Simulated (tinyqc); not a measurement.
Worked calculation: Pariser-Parr-Pople SCF with singles CI, for the molecule C=CC=CC=CC=C (SMILES; centres numbered as the heavy atoms are written). Computed by tinyqc, a small Python program that keeps every step. Settings: charge = 0, gamma = Ohno, start = huckel, damping = 0.3, iteration cap = 60, excitations kept = 9. Command: `OMP_NUM_THREADS=1 python tinyqc.py 24924 24925 out.jsonl` (the two numbers bound the seeds that draw the settings). One thread of a shared host (Intel(R) Xeon(R) Processor @ 2.60GHz), about 0.01 s of CPU time with the checks. Later iterations appear only in the table of the cycle.

## PPP integrals

Centres (angstrom, eV; a flat drawing with bonds scaled to 1.40 angstrom):

| centre | x | y | core charge z | W | gamma_rr |
|---|---|---|---|---|---|
| 1C | -4.252000 | -0.231000 | 1 | 11.160000 | 11.130000 |
| 2C | -3.020000 | 0.434000 | 1 | 11.160000 | 11.130000 |
| 3C | -1.828000 | -0.299000 | 1 | 11.160000 | 11.130000 |
| 4C | -0.596000 | 0.367000 | 1 | 11.160000 | 11.130000 |
| 5C | 0.596000 | -0.367000 | 1 | 11.160000 | 11.130000 |
| 6C | 1.828000 | 0.299000 | 1 | 11.160000 | 11.130000 |
| 7C | 3.020000 | -0.434000 | 1 | 11.160000 | 11.130000 |
| 8C | 4.252000 | 0.231000 | 1 | 11.160000 | 11.130000 |

Resonance integrals (eV):

| i | j | beta |
|---|---|---|
| 1 | 2 | -2.390000 |
| 2 | 3 | -2.390000 |
| 3 | 4 | -2.390000 |
| 4 | 5 | -2.390000 |
| 5 | 6 | -2.390000 |
| 6 | 7 | -2.390000 |
| 7 | 8 | -2.390000 |

Ohno: gamma = 14.399645/sqrt(R^2 + a^2), a = 2 x 14.399645/(gamma_rr + gamma_ss); H_rr = -W_r - sum_(s != r) z_s gamma_rs; H_rs = beta for bonds.

repulsion gamma_rs (eV), lower triangle:
```
           1C         2C         3C         4C         5C         6C         7C         8C
1C  11.130000
2C   7.553811  11.130000
3C   5.239097   7.555782  11.130000
4C   3.669634   5.239144   7.552428  11.130000
5C   2.868738   3.670455   5.239097   7.554257  11.130000
6C   2.308123   2.868753   3.669634   5.239097   7.552428  11.130000
7C   1.948800   2.308487   2.868753   3.670455   5.239144   7.555782  11.130000
8C   1.671608   1.948800   2.308123   2.868738   3.669634   5.239097   7.553811  11.130000
```

core matrix H (eV), lower triangle:
```
            1C          2C          3C          4C          5C          6C          7C          8C
1C  -36.419811
2C   -2.390000  -42.305233
3C    0.000000   -2.390000  -45.592916
4C    0.000000    0.000000   -2.390000  -46.953753
5C    0.000000    0.000000    0.000000   -2.390000  -46.953753
6C    0.000000    0.000000    0.000000    0.000000   -2.390000  -45.592916
7C    0.000000    0.000000    0.000000    0.000000    0.000000   -2.390000  -42.305233
8C    0.000000    0.000000    0.000000    0.000000    0.000000    0.000000   -2.390000  -36.419811
```

## Starting guess

pi electrons, sum of z_r less the charge = 8

Orbitals of the Hueckel matrix of the beta values.

P at the start, lower triangle:
```
           1C         2C         3C         4C         5C        6C        7C        8C
1C   1.000000
2C   0.862086   1.000000
3C   0.000000   0.494818   1.000000
4C  -0.367267   0.000000   0.758105   1.000000
5C   0.000000  -0.103980   0.000000   0.528752   1.000000
6C   0.263287   0.000000  -0.333333   0.000000   0.758105  1.000000
7C   0.000000   0.033934   0.000000  -0.103980   0.000000  0.494818  1.000000
8C  -0.229353   0.000000   0.263287   0.000000  -0.367267  0.000000  0.862086  1.000000
```

## Iteration 1: Fock matrix

F_rr = H_rr + P_rr gamma_rr / 2 + sum_(s != r) P_ss gamma_rs; F_rs = H_rs - P_rs gamma_rs / 2; E = tr P (H + F) / 2 + core repulsion sum_(r<s) z_r z_s gamma_rs.

F (eV), lower triangle:
```
           1C         2C         3C         4C         5C         6C         7C         8C
1C  -5.595000
2C  -5.646016  -5.595000
3C   0.000000  -4.259369  -5.595000
4C   0.673869   0.000000  -5.252768  -5.595000
5C   0.000000   0.190827   0.000000  -4.387165  -5.595000
6C  -0.303850   0.000000   0.611606   0.000000  -5.252768  -5.595000
7C   0.000000  -0.039168   0.000000   0.190827   0.000000  -4.259369  -5.595000
8C   0.191694   0.000000  -0.303850   0.000000   0.673869   0.000000  -5.646016  -5.595000
```

pi energy = -103.571240 eV

## Iteration 1: orbitals and new P

Diagonalise F (the basis is taken as orthonormal) and form P = 2 sum c c over the lowest orbitals; 0.3 of the old P is kept.

orbital energies (eV): -14.245602  -13.163286  -11.376918  -8.836200  -2.353800  0.186918  1.973286  3.055602

P after iteration 1, lower triangle:
```
           1C         2C         3C         4C         5C        6C        7C        8C
1C   1.000000
2C   0.885474   1.000000
3C   0.000000   0.454897   1.000000
4C  -0.356000   0.000000   0.791075   1.000000
5C   0.000000  -0.085121   0.000000   0.488733   1.000000
6C   0.233914   0.000000  -0.333220   0.000000   0.791075  1.000000
7C   0.000000   0.025681   0.000000  -0.085121   0.000000  0.454897  1.000000
8C  -0.181194   0.000000   0.233914   0.000000  -0.356000  0.000000  0.885474  1.000000
```

## Iteration 2: Fock matrix

As before.

F (eV), lower triangle:
```
           1C         2C         3C         4C         5C         6C         7C         8C
1C  -5.595000
2C  -5.734353  -5.595000
3C   0.000000  -4.108550  -5.595000
4C   0.653194   0.000000  -5.377268  -5.595000
5C   0.000000   0.156217   0.000000  -4.236009  -5.595000
6C  -0.269951   0.000000   0.611398   0.000000  -5.377268  -5.595000
7C   0.000000  -0.029642   0.000000   0.156217   0.000000  -4.108550  -5.595000
8C   0.151443   0.000000  -0.269951   0.000000   0.653194   0.000000  -5.734353  -5.595000
```

pi energy = -103.697371 eV

## Iteration 2: orbitals and new P

As before.

orbital energies (eV): -14.236138  -13.154161  -11.388258  -8.967424  -2.222576  0.198258  1.964161  3.046138

P after iteration 2, lower triangle:
```
           1C         2C         3C         4C         5C        6C        7C        8C
1C   1.000000
2C   0.900496   1.000000
3C   0.000000   0.427191   1.000000
4C  -0.346393   0.000000   0.813925   1.000000
5C   0.000000  -0.073161   0.000000   0.459440   1.000000
6C   0.212566   0.000000  -0.329606   0.000000   0.813925  1.000000
7C   0.000000   0.020857   0.000000  -0.073161   0.000000  0.427191  1.000000
8C  -0.150691   0.000000   0.212566   0.000000  -0.346393  0.000000  0.900496  1.000000
```

## Convergence

Stop when output and input P, before any damping, agree to 1e-7.

Course of the cycle:

| iteration | E (eV) | largest \|P(out) - P(in)\| |
|---|---|---|
| 1 | -103.57124012 | 6.88e-02 |
| 2 | -103.69737113 | 4.36e-02 |
| 3 | -103.77779588 | 3.00e-02 |
| 4 | -103.82217801 | 2.12e-02 |
| 5 | -103.84500625 | 1.48e-02 |
| 6 | -103.85628629 | 1.03e-02 |
| 7 | -103.86172302 | 7.11e-03 |
| 8 | -103.86430125 | 4.89e-03 |
| 9 | -103.86551065 | 3.35e-03 |
| 10 | -103.86607376 | 2.29e-03 |
| 11 | -103.86633460 | 1.57e-03 |
| ... | ... | ... |
| 26 | -103.86655751 | 4.70e-06 |
| 27 | -103.86655751 | 3.18e-06 |
| 28 | -103.86655751 | 2.16e-06 |
| 29 | -103.86655751 | 1.46e-06 |
| 30 | -103.86655751 | 9.89e-07 |
| 31 | -103.86655751 | 6.70e-07 |
| 32 | -103.86655751 | 4.54e-07 |
| 33 | -103.86655751 | 3.07e-07 |
| 34 | -103.86655751 | 2.08e-07 |
| 35 | -103.86655751 | 1.41e-07 |
| 36 | -103.86655751 | 9.53e-08 |

Converged in 36 iterations.

## Converged orbitals

Charges are z - P_rr.

orbital energies (eV): -14.204074  -13.126298  -11.401650  -9.244917  -1.945083  0.211650  1.936298  3.014074

coefficients:
```
         MO1        MO2        MO3        MO4        MO5        MO6        MO7        MO8
1C  0.181003   0.338677   0.439741  -0.398954  -0.398954   0.439741  -0.338677  -0.181003
2C  0.299233   0.457692   0.404565  -0.193145   0.193145  -0.404565   0.457692   0.299233
3C  0.409216   0.381017  -0.075138   0.426289   0.426289  -0.075138  -0.381017  -0.409216
4C  0.458519   0.175049  -0.370553   0.349011  -0.349011   0.370553   0.175049   0.458519
5C  0.458519  -0.175049  -0.370553  -0.349011  -0.349011  -0.370553   0.175049  -0.458519
6C  0.409216  -0.381017  -0.075138  -0.426289   0.426289   0.075138  -0.381017   0.409216
7C  0.299233  -0.457692   0.404565   0.193145   0.193145   0.404565   0.457692  -0.299233
8C  0.181003  -0.338677   0.439741   0.398954  -0.398954  -0.439741  -0.338677   0.181003
```

pi charges: 1C 0.000000, 2C 0.000000, 3C 0.000000, 4C 0.000000, 5C 0.000000, 6C 0.000000, 7C 0.000000, 8C 0.000000

## Singles CI, singlets

Over the 9 single excitations with the smallest orbital gaps: A = (e_a - e_i) delta + 2 (ia|jb) - (ij|ab), with (pq|rs) = sum c_mp c_mq gamma_mn c_nr c_ns. f = 2/3 w |mu|^2 in atomic units, mu = sqrt2 sum c_ia sum_m c_mi c_ma R_m.

singlet CI matrix (eV), lower triangle:
```
           4>5        4>6       3>5        4>7       2>5       3>6        4>8       1>5
4>5   3.784936
4>6   0.000000   5.765123
3>5   0.000000  -0.006422  5.765123
4>7   0.140123   0.000000  0.000000   7.078815
2>5  -0.140123   0.000000  0.000000  -0.206849  7.078815
3>6  -0.880053   0.000000  0.000000  -0.444928  0.444928  7.720841
4>8   0.000000  -0.232463  0.036192   0.000000  0.000000  0.000000   7.612582
1>5   0.000000  -0.036192  0.232463   0.000000  0.000000  0.000000  -0.298557  7.612582
2>6   0.000000  -0.355289  0.890614   0.000000  0.000000  0.000000  -0.135697  0.732958

          2>6
2>6  9.076287
```

singlet excitation energies (eV): 3.596035  5.499123  5.738976  6.871157  6.871966  7.186574  7.760201  8.324250  9.646823

oscillator strengths: 1.935603  0.000000  0.000000  0.085543  0.000000  0.000000  0.000000  0.076217  0.000000

## Singles CI, triplets

Over the 9 single excitations with the smallest orbital gaps: A = (e_a - e_i) delta - (ij|ab), with (pq|rs) = sum c_mp c_mq gamma_mn c_nr c_ns.

triplet CI matrix (eV), lower triangle:
```
           4>5        4>6        3>5        4>7       2>5       3>6        4>8       1>5
4>5   1.898797
4>6   0.000000   4.352105
3>5   0.000000  -1.419441   4.352105
4>7   0.511129   0.000000   0.000000   5.982033
2>5  -0.511129   0.000000   0.000000   0.889933  5.982033
3>6  -1.419441   0.000000   0.000000  -1.248721  1.248721  6.420912
4>8   0.000000  -0.453939  -0.185284   0.000000  0.000000  0.000000   6.599131
1>5   0.000000   0.185284   0.453939   0.000000  0.000000  0.000000   0.714894  6.599131
2>6   0.000000   0.002818   1.248721   0.000000  0.000000  0.000000  -0.809658  1.406919

          2>6
2>6  8.187087
```

triplet excitation energies (eV): 1.475747  2.729922  3.886895  4.876545  5.786851  6.871966  7.274350  8.049168  9.421889
